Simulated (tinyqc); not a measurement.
From results back to parameters: one-oscillator model of a band gap. Four cases, with inputs chosen for the exercise.

Problem. A gap follows E(T) = E0 - s1 t1/(exp(t1/T) - 1) with the zero-point term ZP = s1 t1/2, which scales as M^(-1/2). The shift of E0 on going from M to M + dM and the limiting slope at high T are given.

Find: sqrt(M/(M + dM)); ZP; t1.

Method. The shift is ZP (1 - sqrt(M/(M + dM))); then t1 = 2 ZP/s1.

Case 1.

Values chosen (out of a larger set: near those of InP; not measured data): M = 72.97 u (mean atomic mass); dM = -4.33 u (change of the mean mass (not bounded by the natural isotopes)).

shift of E0 = -1.769900 meV
limiting slope s1 = 0.393 meV/K

Solution.

sqrt(M/(M + dM)) = 1.031059
ZP = 56.98 meV
t1 = 290 K

Case 2.

Values chosen (out of a larger set: near those of InP; not measured data): M = 72.98 u (mean atomic mass); dM = 1.01 u (change of the mean mass (not bounded by the natural isotopes)).

shift of E0 = 0.285509 meV
limiting slope s1 = 0.386 meV/K

Solution.

sqrt(M/(M + dM)) = 0.993151
ZP = 41.69 meV
t1 = 216 K

Case 3.

Values chosen (out of a larger set: near those of SiC; not measured data): M = 20.03 u (mean atomic mass); dM = 0.88 u (change of the mean mass (not bounded by the natural isotopes)).

shift of E0 = 4.401226 meV
limiting slope s1 = 0.546 meV/K

Solution.

sqrt(M/(M + dM)) = 0.978731
ZP = 206.93 meV
t1 = 758 K

Case 4.

Values chosen (out of a larger set: near those of Ge; not measured data): M = 72.57 u (mean atomic mass); dM = 1.96 u (change of the mean mass (not bounded by the natural isotopes)).

shift of E0 = 0.744179 meV
limiting slope s1 = 0.418 meV/K

Solution.

sqrt(M/(M + dM)) = 0.986763
ZP = 56.22 meV
t1 = 269 K

Computed by tinyqc, one run a case: `OMP_NUM_THREADS=1 python tinyqc.py N N+1 out.jsonl` with N = 1850848, 1850852, 1850863, 1850876; one thread of a shared Intel(R) Xeon(R) Processor @ 2.30GHz, about 0.01 s a run at most.
